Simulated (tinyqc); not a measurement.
# Undoped symmetric double-gate MOSFET, analytic potential model: what changes with what

An undoped body of thickness ts between two equal insulators and tied gates; long channel, electrons only, n = ni exp((psi - V)/Vt) with V the quasi-Fermi potential (0 at the source, Vd at the drain), constant mobility, no quantisation. Across the body psi(x) = V - 2 Vt ln[(ts/(2 beta)) sqrt(q ni/(2 eps0 eps_r Vt)) cos(2 beta x/ts)], x from the centre. Q is the electron charge per area of the whole body.

Inputs (values chosen for the exercise); material values those of a made-up semiconductor:

| symbol | value | unit | meaning |
|---|---|---|---|
| T | 300 | K | temperature |
| Eg | 0.966 | eV | band gap |
| eps_r | 13.9 |  | relative permittivity of the semiconductor |
| Nc | 2.35e19 | cm^-3 | conduction-band density of states at T |
| Nv | 3.44e19 | cm^-3 | valence-band density of states at T |
| eox | 9.04 |  | relative permittivity of the gate insulator |
| tox | 4.4 | nm | insulator thickness |
| ts | 8 | nm | body thickness |
| dphi | -0.18 | V | gate work function less that of the intrinsic body |
| mu | 160 | cm^2/(V s) | channel mobility |
| L | 0.2 | um | gate length |
| Vd | 0.3 | V | drain voltage |

Constants: q = 1.602176634e-19 C, kB = 1.380649e-23 J/K, Vt = kB T/q, eps0 = 8.8541878128e-14 F/cm where lengths are in cm. Results are converted to the units shown.

Each table varies one quantity; the others keep the values above.

## Transfer curve and volume inversion

ni = sqrt(Nc Nv) exp(-Eg/(2 Vt)), Eg in volts; r = eps_r tox/(eox ts); V0 = dphi + 2 Vt ln[(2/ts) sqrt(2 eps0 eps_r Vt/(q ni))]. beta (between 0 and pi/2) solves (Vg - V0 - V)/(2 Vt) = ln(beta) - ln(cos beta) + 2 r beta tan(beta). Q = 8 eps0 eps_r Vt beta tan(beta)/ts; I = mu (1/L)(4 eps0 eps_r/ts)(2 Vt)^2 [g(beta_s) - g(beta_d)] per width, g = beta tan(beta) - beta^2/2 + r beta^2 tan^2(beta), with beta_s at V = 0 and beta_d at V = Vd. The drop is psi(surface) - psi(centre) at the source end; C = dQs/dVg, Cg = 2 eps0 eox/tox; gm = dI/dVg.

Transfer curve and volume inversion:

| Vg (V) | Qs (nC/cm^2) | drop (mV) | C/Cg | I (uA/um) | gm/I (1/V) |
|---|---|---|---|---|---|
| -0.06 | 0.002907 | 2.362e-4 | 3.091e-5 | 6.012e-5 | 38.68 |
| 0.09 | 0.9509 | 0.07722 | 0.009989 | 0.01978 | 38.45 |
| 0.24 | 95.54 | 7.390 | 0.4630 | 3.162 | 24.17 |
| 0.39 | 445.8 | 29.25 | 0.7518 | 34.12 | 10.43 |
| 0.54 | 884.0 | 48.87 | 0.8416 | 110.3 | 5.720 |
| 0.69 | 1356 | 64.47 | 0.8855 | 213.5 | 3.412 |
| 0.84 | 1847 | 77.03 | 0.9113 | 326.3 | 2.362 |
| 0.99 | 2349 | 87.42 | 0.9279 | 443.8 | 1.790 |
| 1.14 | 2859 | 96.23 | 0.9395 | 564.2 | 1.435 |

The current rises from 6.01e-5 to 564 uA/um. In the first row gm/I is 38.7 1/V, within 0.01 % of 1/Vt: with no depletion charge the whole body follows the gate, and the swing is ideal. The drop between surface and centre goes from 2.4e-4 to 96.2 mV and passes Vt at Vg = 0.39 V among the rows; below that the density varies across the body by less than a factor of e (volume inversion). C reaches 0.94 of Cg in the last row. For Vg = 0.39 to 1.14 V the surface density at the source passes 0.3 Nc, where Boltzmann statistics fail.

## Effect of the body thickness

Q = 8 eps0 eps_r Vt beta tan(beta)/ts; I = mu (1/L)(4 eps0 eps_r/ts)(2 Vt)^2 [g(beta_s) - g(beta_d)] per width, g = beta tan(beta) - beta^2/2 + r beta^2 tan^2(beta), with beta_s at V = 0 and beta_d at V = Vd.  I(low) is taken at Vg = -0.01 V, Qs and I(high) at Vg = 0.74 V.

Effect of the body thickness:

| ts (nm) | V0 (V) | I(low) (nA/um) | Qs(high) (nC/cm^2) | I(high) (uA/um) |
|---|---|---|---|---|
| 2.7 | 0.29612 | 0.14037 | 1496.3 | 242.80 |
| 3.7 | 0.27983 | 0.19236 | 1505.6 | 245.74 |
| 5.2 | 0.26224 | 0.27034 | 1512.8 | 248.21 |
| 7.3 | 0.24470 | 0.37950 | 1517.5 | 249.99 |
| 10 | 0.22843 | 0.51983 | 1520.4 | 251.13 |
| 14 | 0.21103 | 0.72770 | 1522.2 | 251.93 |
| 20 | 0.19259 | 1.0394 | 1523.3 | 252.44 |

What does the table show?

As ts goes from 2.7 to 20 nm, I(low) rises from 0.140 to 1.04 nA/um and I(high) rises from 243 to 252 uA/um. On average I(low) goes as ts^(1.00) and I(high) goes as ts^(0.02). Below threshold the charge is proportional to the cross-section of the body; above it the insulator sets the charge. In every row the surface density at the source at the higher gate voltage passes 0.3 Nc, where Boltzmann statistics fail. For ts = 2.7 to 5.2 nm the body is thin enough for quantum confinement, left out here, to raise the threshold.

tinyqc, about 0.01 s, one thread, Intel Xeon 2.30GHz (shared host): `OMP_NUM_THREADS=1 python tinyqc.py 2440033 2440034 out.jsonl`
